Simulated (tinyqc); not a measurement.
Hot electrons in a saturated n-channel MOSFET, lucky-electron model: two steps of the calculation.

Beyond pinch-off the lateral field grows as Esat cosh(y/l) over the velocity-saturated region (pseudo-two-dimensional model). Impact ionisation in this region gives the substrate current, which biases the body forward through Rsub. Currents are per width. Local-field laws: they overstate ionisation when the field peak is narrower than an energy relaxation length.

Values chosen for this exercise; values close to those of silicon n-channel devices: channel length L = 0.35 um; oxide thickness tox = 6.3 nm; junction depth xj = 110 nm; threshold VT = 0.7 V; effective mobility mu = 400 cm^2/(V s); saturation velocity vs = 7.4e6 cm/s; ionisation prefactor Ai = 2e6 1/cm; ionisation field Bi = 1.87 MV/cm; resistance of the lightly doped drain Rd = 0 ohm um; substrate resistance Rsub = 23000 ohm um; fall of VT per volt of forward body bias kb = 0.27; drain voltage Vd = 2.3 V; gate voltage Vg = 1.7 V.

Constants: eps0 = 8.8541878128e-14 F/cm where lengths are in cm. Results are converted to the units shown.

Problem 1. Length and field scales. Cox = 3.9 eps0/tox, l = sqrt(3 tox xj), Esat = 2 vs/mu.

Find: Cox; l; Esat; Esat L.

Solution 1.

Cox = 0.54812 uF/cm^2
l = 45.596 nm
Esat = 0.037000 MV/cm
Esat L = 1.2950 V

Problem 2. Body bias from the substrate current. Cox = 3.9 eps0/tox. Overdrive g = Vg - VT + kb Vb; Vdsat = g Esat L/(g + Esat L); Id = Cox vs (g - Vdsat); dV = Vd - Id Rd - Vdsat; Em = sqrt((dV/l)^2 + Esat^2); Isub = Id (Ai/Bi) l Em exp(-Bi/Em). Vb(new) = Rsub Isub.

Vb after iteration 1 = 0.057065597 V
l = 45.596052 nm
Esat = 0.037 MV/cm

Wanted: Vdsat; Id; dV; Em; Isub; Vb after iteration 2.

Solution 2.

Vdsat = 0.56914 V
Id = 181.01 uA/um
dV = 1.7309 V
Em = 0.38141 MV/cm
Isub = 2.4997 uA/um
Vb after iteration 2 = 0.057493 V

Program tinyqc, `OMP_NUM_THREADS=1 python tinyqc.py 2550021 2550022 out.jsonl`; Intel Xeon 2.30GHz, shared host, one thread, about 0.01 s.
